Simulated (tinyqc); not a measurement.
Worked calculation (part 1 of 2): RKS/exchange-only LDA in the sto-3g basis, for BeH2, spin multiplicity 1. Computed by tinyqc, a small Python program that keeps every step (integrals from PySCF). Settings: charge = 0, multiplicity = 1, basis = sto-3g, energy threshold = 1e-08, iteration cap = 84, orthogonalisation = symmetric, start = core, DIIS depth = 8, DIIS from iteration = 3, method = RKS, functional = Slater exchange alone, grid = [40, 26]. Command: `OMP_NUM_THREADS=1 python tinyqc.py 25429 25430 out.jsonl` (the two numbers bound the seeds that draw the settings). One thread of a shared host (Intel(R) Xeon(R) Processor @ 2.60GHz), about 0.4 s of CPU time with the checks. Later iterations appear only in the table of the cycle.

## One-electron integrals

Geometry (angstrom):
```
atom       x        y       z
Be    0.0000   0.0000  0.0000
H     0.0000   1.5130  0.0000
H     0.0000  -1.5130  0.0000
```

Basis sto-3g: exponents (1/bohr^2) and contraction coefficients of normalised primitives:
```
element  l (shell)  exponent  coefficient
Be           s (1)   30.1679       0.1543
Be           s (1)    5.4951       0.5353
Be           s (1)    1.4872       0.4446
Be           s (2)    1.3148      -0.1000
Be           s (2)    0.3055       0.3995
Be           s (2)    0.0994       0.7001
Be           p (3)    1.3148       0.1559
Be           p (3)    0.3055       0.6077
Be           p (3)    0.0994       0.3920
H            s (1)    3.4253       0.1543
H            s (1)    0.6239       0.5353
H            s (1)    0.1689       0.4446
```

Overlap, kinetic and nuclear-attraction integrals over the contracted functions; the nuclear repulsion is the sum of Za Zb / Rab.

nuclear repulsion = 2.972906 hartree

overlap S:
```
         1Be 1s  1Be 2s  1Be 2px  1Be 2py  1Be 2pz   2H 1s    3H 1s
1Be 1s   1.0000  0.2595   0.0000   0.0000   0.0000  0.0475   0.0475
1Be 2s   0.2595  1.0000   0.0000   0.0000   0.0000  0.3920   0.3920
1Be 2px  0.0000  0.0000   1.0000   0.0000   0.0000  0.0000   0.0000
1Be 2py  0.0000  0.0000   0.0000   1.0000   0.0000  0.4728  -0.4728
1Be 2pz  0.0000  0.0000   0.0000   0.0000   1.0000  0.0000   0.0000
2H 1s    0.0475  0.3920   0.0000   0.4728   0.0000  1.0000   0.0173
3H 1s    0.0475  0.3920   0.0000  -0.4728   0.0000  0.0173   1.0000
```

kinetic energy T (hartree):
```
          1Be 1s   1Be 2s  1Be 2px  1Be 2py  1Be 2pz    2H 1s    3H 1s
1Be 1s    6.6940  -0.0330   0.0000   0.0000   0.0000  -0.0130  -0.0130
1Be 2s   -0.0330   0.2111   0.0000   0.0000   0.0000   0.0451   0.0451
1Be 2px   0.0000   0.0000   0.6606   0.0000   0.0000   0.0000   0.0000
1Be 2py   0.0000   0.0000   0.0000   0.6606   0.0000   0.1401  -0.1401
1Be 2pz   0.0000   0.0000   0.0000   0.0000   0.6606   0.0000   0.0000
2H 1s    -0.0130   0.0451   0.0000   0.1401   0.0000   0.7600  -0.0064
3H 1s    -0.0130   0.0451   0.0000  -0.1401   0.0000  -0.0064   0.7600
```

nuclear attraction V (hartree):
```
           1Be 1s   1Be 2s  1Be 2px  1Be 2py  1Be 2pz    2H 1s    3H 1s
1Be 1s   -15.2606  -2.0808   0.0000   0.0000   0.0000  -0.3792  -0.3792
1Be 2s    -2.0808  -2.9849   0.0000   0.0000   0.0000  -1.0881  -1.0881
1Be 2px    0.0000   0.0000  -2.9017   0.0000   0.0000   0.0000   0.0000
1Be 2py    0.0000   0.0000   0.0000  -3.0962   0.0000  -1.2795   1.2795
1Be 2pz    0.0000   0.0000   0.0000   0.0000  -2.9017   0.0000   0.0000
2H 1s     -0.3792  -1.0881   0.0000  -1.2795   0.0000  -2.7951  -0.0572
3H 1s     -0.3792  -1.0881   0.0000   1.2795   0.0000  -0.0572  -2.7951
```

core Hamiltonian H = T + V (hartree):
```
          1Be 1s   1Be 2s  1Be 2px  1Be 2py  1Be 2pz    2H 1s    3H 1s
1Be 1s   -8.5666  -2.1138   0.0000   0.0000   0.0000  -0.3921  -0.3921
1Be 2s   -2.1138  -2.7738   0.0000   0.0000   0.0000  -1.0430  -1.0430
1Be 2px   0.0000   0.0000  -2.2411   0.0000   0.0000   0.0000   0.0000
1Be 2py   0.0000   0.0000   0.0000  -2.4356   0.0000  -1.1394   1.1394
1Be 2pz   0.0000   0.0000   0.0000   0.0000  -2.2411   0.0000   0.0000
2H 1s    -0.3921  -1.0430   0.0000  -1.1394   0.0000  -2.0351  -0.0636
3H 1s    -0.3921  -1.0430   0.0000   1.1394   0.0000  -0.0636  -2.0351
```

## Two-electron integrals

Functions are numbered as in S; the eight-fold symmetry (ij|kl) = (ji|kl) = (kl|ij) leaves the list below.

Two-electron integrals (ij|kl) in chemists' order, unique and non-zero (hartree):
```
(11|11) 2.2988     (21|11) 0.3920     (21|21) 0.0795     (22|11) 0.5710
(22|21) 0.1430     (22|22) 0.4177     (31|31) 0.0146     (32|31) 0.0219
(32|32) 0.0923     (33|11) 0.5696     (33|21) 0.1431     (33|22) 0.4176
(33|33) 0.4499     (41|41) 0.0146     (42|41) 0.0219     (42|42) 0.0923
(43|43) 0.0242     (44|11) 0.5696     (44|21) 0.1431     (44|22) 0.4176
(44|33) 0.4014     (44|44) 0.4499     (51|51) 0.0146     (52|51) 0.0219
(52|52) 0.0923     (53|53) 0.0242     (54|54) 0.0242     (55|11) 0.5696
(55|21) 0.1431     (55|22) 0.4176     (55|33) 0.4014     (55|44) 0.4014
(55|55) 0.4499     (61|11) 0.0709     (61|21) 0.0144     (61|22) 0.0261
(61|33) 0.0259     (61|41) 0.0013     (61|42) 0.0024     (61|44) 0.0264
(61|55) 0.0259     (61|61) 0.0027     (62|11) 0.1802     (62|21) 0.0458
(62|22) 0.1469     (62|33) 0.1412     (62|41) 0.0060     (62|42) 0.0375
(62|44) 0.1581     (62|55) 0.1412     (62|61) 0.0092     (62|62) 0.0785
(63|31) 0.0041     (63|32) 0.0195     (63|43) 0.0064     (63|63) 0.0070
(64|11) 0.1964     (64|21) 0.0506     (64|22) 0.1699     (64|33) 0.1598
(64|41) 0.0097     (64|42) 0.0581     (64|44) 0.1898     (64|55) 0.1598
(64|61) 0.0105     (64|62) 0.1030     (64|64) 0.1391     (65|51) 0.0041
(65|52) 0.0195     (65|54) 0.0064     (65|65) 0.0070     (66|11) 0.3481
(66|21) 0.0901     (66|22) 0.3244     (66|33) 0.3010     (66|41) 0.0135
(66|42) 0.1099     (66|44) 0.3708     (66|55) 0.3010     (66|61) 0.0184
(66|62) 0.2223     (66|64) 0.3090     (66|66) 0.7746     (71|11) 0.0709
(71|21) 0.0144     (71|22) 0.0261     (71|33) 0.0259     (71|41) -0.0013
(71|42) -0.0024    (71|44) 0.0264     (71|55) 0.0259     (71|61) 0.0025
(71|62) 0.0077     (71|64) 0.0082     (71|66) 0.0151     (71|71) 0.0027
(72|11) 0.1802     (72|21) 0.0458     (72|22) 0.1469     (72|33) 0.1412
(72|41) -0.0060    (72|42) -0.0375    (72|44) 0.1581     (72|55) 0.1412
(72|61) 0.0077     (72|62) 0.0397     (72|64) 0.0422     (72|66) 0.0827
(72|71) 0.0092     (72|72) 0.0785     (73|31) 0.0041     (73|32) 0.0195
(73|43) -0.0064    (73|63) 0.0027     (73|73) 0.0070     (74|11) -0.1964
(74|21) -0.0506    (74|22) -0.1699    (74|33) -0.1598    (74|41) 0.0097
(74|42) 0.0581     (74|44) -0.1898    (74|55) -0.1598    (74|61) -0.0082
(74|62) -0.0422    (74|64) -0.0435    (74|66) -0.0873    (74|71) -0.0105
(74|72) -0.1030    (74|74) 0.1391     (75|51) 0.0041     (75|52) 0.0195
(75|54) -0.0064    (75|65) 0.0027     (75|75) 0.0070     (76|11) 0.0107
(76|21) 0.0027     (76|22) 0.0075     (76|33) 0.0074     (76|44) 0.0077
(76|55) 0.0074     (76|61) 4.86e-04   (76|62) 0.0027     (76|64) 0.0032
(76|66) 0.0061     (76|71) 4.86e-04   (76|72) 0.0027     (76|74) -0.0032
(76|76) 1.38e-04   (77|11) 0.3481     (77|21) 0.0901     (77|22) 0.3244
(77|33) 0.3010     (77|41) -0.0135    (77|42) -0.1099    (77|44) 0.3708
(77|55) 0.3010     (77|61) 0.0151     (77|62) 0.0827     (77|64) 0.0873
(77|66) 0.1749     (77|71) 0.0184     (77|72) 0.2223     (77|74) -0.3090
(77|76) 0.0061     (77|77) 0.7746
```

## Orthogonalisation

S = U s U^T; symmetric (Loewdin) form X = U s^(-1/2) U^T, so that X^T S X = 1.

eigenvalues of S: 0.3227  0.4187  0.9517  1.0000  1.0000  1.6469  1.6600

X:
```
          1Be 1s   1Be 2s  1Be 2px  1Be 2py  1Be 2pz    2H 1s    3H 1s
1Be 1s    1.0286  -0.1516   0.0000   0.0000   0.0000   0.0208   0.0208
1Be 2s   -0.1516   1.1821   0.0000   0.0000   0.0000  -0.2479  -0.2479
1Be 2px   0.0000   0.0000   1.0000   0.0000   0.0000   0.0000   0.0000
1Be 2py   0.0000   0.0000   0.0000   1.2619   0.0000  -0.3479   0.3479
1Be 2pz   0.0000   0.0000   0.0000   0.0000   1.0000   0.0000   0.0000
2H 1s     0.0208  -0.2479   0.0000  -0.3479   0.0000   1.2068  -0.0678
3H 1s     0.0208  -0.2479   0.0000   0.3479   0.0000  -0.0678   1.2068
```

## Starting guess

The start is the orbitals of the core Hamiltonian; D = 2 C_occ C_occ^T.

D at the start:
```
          1Be 1s   1Be 2s  1Be 2px  1Be 2py  1Be 2pz    2H 1s    3H 1s
1Be 1s    2.1389  -0.5198   0.0000   0.0000   0.0000  -0.0216  -0.0216
1Be 2s   -0.5198   1.9010   0.0000   0.0000   0.0000   0.1364   0.1364
1Be 2px   0.0000   0.0000   0.0000   0.0000   0.0000   0.0000   0.0000
1Be 2py   0.0000   0.0000   0.0000   2.1135   0.0000  -0.0619   0.0619
1Be 2pz   0.0000   0.0000   0.0000   0.0000   0.0000   0.0000   0.0000
2H 1s    -0.0216   0.1364   0.0000  -0.0619   0.0000   0.0117   0.0081
3H 1s    -0.0216   0.1364   0.0000   0.0619   0.0000   0.0081   0.0117
```

## Iteration 1: exchange-correlation on the grid

Becke grid with 40 radial and 26 angular points per atom, points of zero weight dropped. rho = sum D_ij phi_i phi_j; V_xc,ij = sum w v_xc phi_i phi_j; v_xc is d(rho eps)/d rho.

The 12 grid points with the largest w rho, of 3070 (bohr, atomic units):
```
x              y        z       w     rho   eps_xc     v_xc
0.0000    1.5126   0.0000  0.2656  0.1217  -0.3660  -0.4880
0.0000   -1.5126   0.0000  0.2656  0.1217  -0.3660  -0.4880
0.0000    1.2934   0.0000  0.1978  0.1471  -0.3899  -0.5199
0.0000   -1.2934   0.0000  0.1978  0.1471  -0.3899  -0.5199
0.0000    1.7568   0.0000  0.2735  0.0960  -0.3381  -0.4508
0.0000   -1.7568   0.0000  0.2735  0.0960  -0.3381  -0.4508
0.0000   -1.0975   0.0000  0.1318  0.1719  -0.4107  -0.5476
0.0000    1.0975   0.0000  0.1318  0.1719  -0.4107  -0.5476
0.0000   -1.4340   1.4340  0.5020  0.0432  -0.2592  -0.3456
0.0000    1.4340  -1.4340  0.5020  0.0432  -0.2592  -0.3456
-1.4340  -1.4340   0.0000  0.5020  0.0432  -0.2592  -0.3456
1.4340    1.4340   0.0000  0.5020  0.0432  -0.2592  -0.3456
```

electrons on the grid, sum of w rho = 6.0311

E_xc = sum of w rho eps_xc = -3.029523 hartree

V_xc (hartree):
```
          1Be 1s   1Be 2s  1Be 2px  1Be 2py  1Be 2pz    2H 1s    3H 1s
1Be 1s   -1.3460  -0.2016   0.0000   0.0000   0.0000  -0.0372  -0.0372
1Be 2s   -0.2016  -0.3124   0.0000   0.0000   0.0000  -0.1129  -0.1129
1Be 2px   0.0000   0.0000  -0.2890   0.0000   0.0000   0.0000   0.0000
1Be 2py   0.0000   0.0000   0.0000  -0.3524   0.0000  -0.1324   0.1324
1Be 2pz   0.0000   0.0000   0.0000   0.0000  -0.2890   0.0000   0.0000
2H 1s    -0.0372  -0.1129   0.0000  -0.1324   0.0000  -0.2446  -0.0061
3H 1s    -0.0372  -0.1129   0.0000   0.1324   0.0000  -0.0061  -0.2446
```

## Iteration 1: building the Kohn-Sham matrix

J_ij = sum D_kl (ij|kl); F = H + J + V_xc; E = tr D H + tr D J / 2 + E_xc + E_nn.

Coulomb J (hartree):
```
         1Be 1s  1Be 2s  1Be 2px  1Be 2py  1Be 2pz   2H 1s    3H 1s
1Be 1s   6.8505  1.3436   0.0000   0.0000   0.0000  0.2445   0.2445
1Be 2s   1.3436  2.7927   0.0000   0.0000   0.0000  0.9683   0.9683
1Be 2px  0.0000  0.0000   2.7541   0.0000   0.0000  0.0000   0.0000
1Be 2py  0.0000  0.0000   0.0000   2.8599   0.0000  1.1125  -1.1125
1Be 2pz  0.0000  0.0000   0.0000   0.0000   2.7541  0.0000   0.0000
2H 1s    0.2445  0.9683   0.0000   1.1125   0.0000  2.0951   0.0517
3H 1s    0.2445  0.9683   0.0000  -1.1125   0.0000  0.0517   2.0951
```

Kohn-Sham matrix F (hartree):
```
          1Be 1s   1Be 2s  1Be 2px  1Be 2py  1Be 2pz    2H 1s    3H 1s
1Be 1s   -3.0621  -0.9719   0.0000   0.0000   0.0000  -0.1848  -0.1848
1Be 2s   -0.9719  -0.2935   0.0000   0.0000   0.0000  -0.1876  -0.1876
1Be 2px   0.0000   0.0000   0.2239   0.0000   0.0000   0.0000   0.0000
1Be 2py   0.0000   0.0000   0.0000   0.0720   0.0000  -0.1594   0.1594
1Be 2pz   0.0000   0.0000   0.0000   0.0000   0.2239   0.0000   0.0000
2H 1s    -0.1848  -0.1876   0.0000  -0.1594   0.0000  -0.1846  -0.0180
3H 1s    -0.1848  -0.1876   0.0000   0.1594   0.0000  -0.0180  -0.1846
```

total energy of this density = -14.459127 hartree

## Iteration 1: diagonalisation and new density

Diagonalise F' = X^T F X, C = X C', fill 3 alpha and 3 beta electrons from the bottom; D = 2 C_occ C_occ^T. Each column has its largest component positive (the first on a tie).

F' = X^T F X (hartree):
```
         1        2       3        4       5        6        7
1  -2.9568  -0.5996  0.0000   0.0000  0.0000  -0.0127  -0.0127
2  -0.5996   0.0351  0.0000   0.0000  0.0000  -0.1493  -0.1493
3   0.0000   0.0000  0.2239   0.0000  0.0000   0.0000   0.0000
4   0.0000   0.0000  0.0000   0.3542  0.0000  -0.2526   0.2526
5   0.0000   0.0000  0.0000   0.0000  0.2239   0.0000   0.0000
6  -0.0127  -0.1493  0.0000  -0.2526  0.0000  -0.0289  -0.0584
7  -0.0127  -0.1493  0.0000   0.2526  0.0000  -0.0584  -0.0289
```

orbital energies (hartree): MO1 -3.0736, MO2 -0.2035, MO3 -0.2006, MO4 0.2239, MO5 0.2239, MO6 0.2681, MO7 0.5843

coefficients C:
```
             MO1      MO2      MO3     MO4      MO5      MO6      MO7
1Be 1s    0.9812  -0.1631   0.0000  0.0000   0.0000  -0.3042   0.0000
1Be 2s    0.0697   0.2882   0.0000  0.0000   0.0000   1.2064   0.0000
1Be 2px   0.0000   0.0000   0.0000  0.9959  -0.0900   0.0000   0.0000
1Be 2py   0.0000   0.0000   0.2695  0.0000   0.0000   0.0000   1.3274
1Be 2pz   0.0000   0.0000   0.0000  0.0900   0.9959   0.0000   0.0000
2H 1s    -0.0112   0.5750   0.5694  0.0000   0.0000  -0.6163  -0.7805
3H 1s    -0.0112   0.5750  -0.5694  0.0000   0.0000  -0.6163   0.7805
```

D after iteration 1:
```
          1Be 1s  1Be 2s  1Be 2px  1Be 2py  1Be 2pz    2H 1s    3H 1s
1Be 1s    1.9786  0.0428   0.0000   0.0000   0.0000  -0.2096  -0.2096
1Be 2s    0.0428  0.1758   0.0000   0.0000   0.0000   0.3299   0.3299
1Be 2px   0.0000  0.0000   0.0000   0.0000   0.0000   0.0000   0.0000
1Be 2py   0.0000  0.0000   0.0000   0.1453   0.0000   0.3069  -0.3069
1Be 2pz   0.0000  0.0000   0.0000   0.0000   0.0000   0.0000   0.0000
2H 1s    -0.2096  0.3299   0.0000   0.3069   0.0000   1.3099   0.0131
3H 1s    -0.2096  0.3299   0.0000  -0.3069   0.0000   0.0131   1.3099
```

Within a degenerate level the vectors are fixed only up to a rotation; this is one choice.

## Iteration 2: exchange-correlation on the grid

As before.

The 12 grid points with the largest w rho, of 3070 (bohr, atomic units):
```
x              y        z       w     rho   eps_xc     v_xc
0.0000    1.7568   0.0000  0.2735  0.0945  -0.3364  -0.4486
0.0000   -1.7568   0.0000  0.2735  0.0945  -0.3364  -0.4486
0.0000    2.0279   0.0000  0.1552  0.1468  -0.3896  -0.5195
0.0000   -2.0279   0.0000  0.1552  0.1468  -0.3896  -0.5195
0.0000    1.5126   0.0000  0.2656  0.0686  -0.3024  -0.4032
0.0000   -1.5126   0.0000  0.2656  0.0686  -0.3024  -0.4032
0.0000   -0.4140   0.0000  0.0097  1.5155  -0.8483  -1.1311
0.0000    0.4140   0.0000  0.0097  1.5155  -0.8483  -1.1311
0.0000    0.0000  -0.4140  0.0097  1.5085  -0.8470  -1.1294
0.0000    0.0000   0.4140  0.0097  1.5085  -0.8470  -1.1294
0.4140    0.0000   0.0000  0.0097  1.5085  -0.8470  -1.1294
-0.4140   0.0000   0.0000  0.0097  1.5085  -0.8470  -1.1294
```

electrons on the grid, sum of w rho = 5.9796

E_xc = sum of w rho eps_xc = -3.095242 hartree

V_xc (hartree):
```
          1Be 1s   1Be 2s  1Be 2px  1Be 2py  1Be 2pz    2H 1s    3H 1s
1Be 1s   -1.3149  -0.1851   0.0000   0.0000   0.0000  -0.0339  -0.0339
1Be 2s   -0.1851  -0.2388   0.0000   0.0000   0.0000  -0.1211  -0.1211
1Be 2px   0.0000   0.0000  -0.2036   0.0000   0.0000   0.0000   0.0000
1Be 2py   0.0000   0.0000   0.0000  -0.3034   0.0000  -0.1611   0.1611
1Be 2pz   0.0000   0.0000   0.0000   0.0000  -0.2036   0.0000   0.0000
2H 1s    -0.0339  -0.1211   0.0000  -0.1611   0.0000  -0.4177  -0.0051
3H 1s    -0.0339  -0.1211   0.0000   0.1611   0.0000  -0.0051  -0.4177
```

## Iteration 2: building the Kohn-Sham matrix

As before.

Coulomb J (hartree):
```
         1Be 1s  1Be 2s  1Be 2px  1Be 2py  1Be 2pz   2H 1s    3H 1s
1Be 1s   6.0970  1.1752   0.0000   0.0000   0.0000  0.2142   0.2142
1Be 2s   1.1752  2.5066   0.0000   0.0000   0.0000  0.9688   0.9688
1Be 2px  0.0000  0.0000   2.4206   0.0000   0.0000  0.0000   0.0000
1Be 2py  0.0000  0.0000   0.0000   2.6690   0.0000  1.1697  -1.1697
1Be 2pz  0.0000  0.0000   0.0000   0.0000   2.4206  0.0000   0.0000
2H 1s    0.2142  0.9688   0.0000   1.1697   0.0000  2.4818   0.0471
3H 1s    0.2142  0.9688   0.0000  -1.1697   0.0000  0.0471   2.4818
```

Kohn-Sham matrix F (hartree):
```
          1Be 1s   1Be 2s  1Be 2px  1Be 2py  1Be 2pz    2H 1s    3H 1s
1Be 1s   -3.7845  -1.1237   0.0000   0.0000   0.0000  -0.2119  -0.2119
1Be 2s   -1.1237  -0.5061   0.0000   0.0000   0.0000  -0.1953  -0.1953
1Be 2px   0.0000   0.0000  -0.0242   0.0000   0.0000   0.0000   0.0000
1Be 2py   0.0000   0.0000   0.0000  -0.0699   0.0000  -0.1308   0.1308
1Be 2pz   0.0000   0.0000   0.0000   0.0000  -0.0242   0.0000   0.0000
2H 1s    -0.2119  -0.1953   0.0000  -0.1308   0.0000   0.0290  -0.0216
3H 1s    -0.2119  -0.1953   0.0000   0.1308   0.0000  -0.0216   0.0290
```

total energy of this density = -14.859041 hartree

## Iteration 2: diagonalisation and new density

As before.

F' = X^T F X (hartree):
```
         1        2        3        4        5        6        7
1  -3.6806  -0.6262   0.0000   0.0000   0.0000  -0.0223  -0.0223
2  -0.6262  -0.1933   0.0000   0.0000   0.0000  -0.1599  -0.1599
3   0.0000   0.0000  -0.0242   0.0000   0.0000   0.0000   0.0000
4   0.0000   0.0000   0.0000   0.1306   0.0000  -0.2338   0.2338
5   0.0000   0.0000   0.0000   0.0000  -0.0242   0.0000   0.0000
6  -0.0223  -0.1599   0.0000  -0.2338   0.0000   0.2326  -0.0647
7  -0.0223  -0.1599   0.0000   0.2338   0.0000  -0.0647   0.2326
```

orbital energies (hartree): MO1 -3.7909, MO2 -0.2092, MO3 -0.1270, MO4 -0.0242, MO5 -0.0242, MO6 0.2940, MO7 0.5549

coefficients C:
```
             MO1      MO2      MO3      MO4     MO5      MO6      MO7
1Be 1s    0.9873  -0.2775   0.0000   0.0000  0.0000  -0.1731   0.0000
1Be 2s    0.0484   0.8573   0.0000   0.0000  0.0000   0.8978   0.0000
1Be 2px   0.0000   0.0000   0.0000   1.0000  0.0014   0.0000   0.0000
1Be 2py   0.0000   0.0000   0.6930   0.0000  0.0000   0.0000   1.1638
1Be 2pz   0.0000   0.0000   0.0000  -0.0014  1.0000   0.0000   0.0000
2H 1s    -0.0081   0.1865   0.2795   0.0000  0.0000  -0.8221  -0.9248
3H 1s    -0.0081   0.1865  -0.2795   0.0000  0.0000  -0.8221   0.9248
```

D after iteration 2:
```
          1Be 1s   1Be 2s  1Be 2px  1Be 2py  1Be 2pz    2H 1s    3H 1s
1Be 1s    2.1037  -0.3802   0.0000   0.0000   0.0000  -0.1194  -0.1194
1Be 2s   -0.3802   1.4745   0.0000   0.0000   0.0000   0.3189   0.3189
1Be 2px   0.0000   0.0000   0.0000   0.0000   0.0000   0.0000   0.0000
1Be 2py   0.0000   0.0000   0.0000   0.9604   0.0000   0.3874  -0.3874
1Be 2pz   0.0000   0.0000   0.0000   0.0000   0.0000   0.0000   0.0000
2H 1s    -0.1194   0.3189   0.0000   0.3874   0.0000   0.2259  -0.0866
3H 1s    -0.1194   0.3189   0.0000  -0.3874   0.0000  -0.0866   0.2259
```

Within a degenerate level the vectors are fixed only up to a rotation; this is one choice.
